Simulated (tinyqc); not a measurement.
## Doping and thickness from pinch-off voltage and conductance

Inverse problem. A uniform channel has Vp = q Nd a^2/(2 eps0 eps_r) and G0 = q mu Nd a W/L. Find a and Nd.

Inputs (values chosen for the exercise); material values close to those of silicon: relative permittivity of the semiconductor eps_r = 11.5; low-field mobility at this doping mu = 760 cm^2/(V s); gate length L = 0.5 um; gate width W = 300 um.

Constants: q = 1.602176634e-19 C, eps0 = 8.8541878128e-14 F/cm where lengths are in cm. Results are converted to the units shown.

Vp = 3.7763746 V
G0 = 87.671105 mS

Solution. G0 gives the product Nd a and Vp gives Nd a^2; their ratio is a.

a = 400 nm
Nd = 3.00e16 cm^-3

Computed by the program tinyqc: `OMP_NUM_THREADS=1 python tinyqc.py 2500110 2500111 out.jsonl`, one thread of a shared Intel Xeon 2.30GHz, about 0.07 s for the whole run.
